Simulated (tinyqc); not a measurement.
# Voltage drop against the pad pitch

A grid of 17 by 17 nodes with segments Rx (rows) and Ry (columns); every node draws I1 and the central node kh I1; pads with resistance Rp sit at the nodes whose row and column are multiples of the pitch, counting from 0. The drops u = Vdd - V follow from G u = i, with G the conductance matrix and i the load currents, solved directly.

Parameters, values chosen for the exercise:
- Vdd = 0.8 V (supply voltage)
- Rx = 0.52 ohm (resistance of a horizontal segment)
- Ry = 0.18 ohm (resistance of a vertical segment)
- Rp = 0.44 ohm (resistance from a pad node to the supply)
- kh = 5 (factor on the load at the hot node)
- I1 = 0.9 mA (load current of a node in the large grid)

Result of one run:
```
pitch (nodes)	pads	worst drop (mV)	mean drop (mV)	largest drop at a pad (mV)	largest pad current (mA)	worst drop over Vdd (%)
16	4	60.08	53.70	29.01	65.92	7.510
```

What becomes of these results when the pad pitch is changed from 16 to 1 nodes, all else the same?

Result of the changed run:
```
pitch (nodes)	pads	worst drop (mV)	mean drop (mV)	largest drop at a pad (mV)	largest pad current (mA)	worst drop over Vdd (%)
1	289	0.7005	0.4015	0.7005	1.592	0.08756
```

The whole series:
```
pitch (nodes)	pads	worst drop (mV)	mean drop (mV)	largest drop at a pad (mV)	largest pad current (mA)	worst drop over Vdd (%)
1	289	0.7005	0.4015	0.7005	1.592	0.08756
2	81	1.981	1.623	1.928	4.383	0.2477
4	25	6.830	5.886	5.862	13.32	0.8537
8	9	20.84	18.98	16.58	37.68	2.606
16	4	60.08	53.70	29.01	65.92	7.510
```

The worst drop goes from 0.701 to 60.1 mV while the number of pads falls from 289 to 4; between the last two rows it goes as pitch^(1.53). The largest drop at a pad is 100 % of the worst drop in the first row and 48.3 % in the last; the rest falls along the wires.

tinyqc, about 0.2 s, one thread, Intel Xeon 2.30GHz (shared host): `OMP_NUM_THREADS=1 python tinyqc.py 2770214 2770215 out.jsonl`
